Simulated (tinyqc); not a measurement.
Single-oscillator infrared dielectric function of a polar cubic crystal: one step, computed by the program tinyqc. Command: `OMP_NUM_THREADS=1 python tinyqc.py 3028152 3028153 out.jsonl infrared walk`. One thread of a shared host (Intel(R) Xeon(R) Processor @ 2.30GHz), about 0.01 s of CPU time with the checks.

One ion pair, charges +Z* and -Z*, in a cell of volume Omega = a^3/4. Frequencies omega are given as wavenumbers (1/cm); eps_s is the static dielectric constant.

Task: Optical constants at the probe frequency. eps(omega) = eps_inf + W^2/(omega_TO^2 - omega^2 - i gamma omega); n + i k = sqrt(eps) with k >= 0; R = |(n + i k - 1)/(n + i k + 1)|^2 at normal incidence from vacuum. omega is the probe ratio times omega_TO. Intensity decays over 1/(4 pi omega k); the loss function is Im(-1/eps).

Inputs (values chosen for the exercise, modelled on aluminium arsenide): omega_TO = 363 1/cm; eps_inf = 8.35; phonon damping gamma = 3.6 1/cm; probe frequency / omega_TO = 1.58.

Structure: zinc blende. Free carriers: absent.

W = 505.1521 1/cm

Give: omega; Re eps; Im eps; n; k; reflectivity R; penetration depth of the intensity; loss function.

Result:

omega = 573.54 1/cm

Re eps = 7.056

Im eps = 0.01355

n = 2.656

k = 0.002551

reflectivity R = 0.2052

penetration depth of the intensity = 544.0 micrometre

loss function = 2.722e-04

Re eps is positive and k is small against n: the wave propagates.
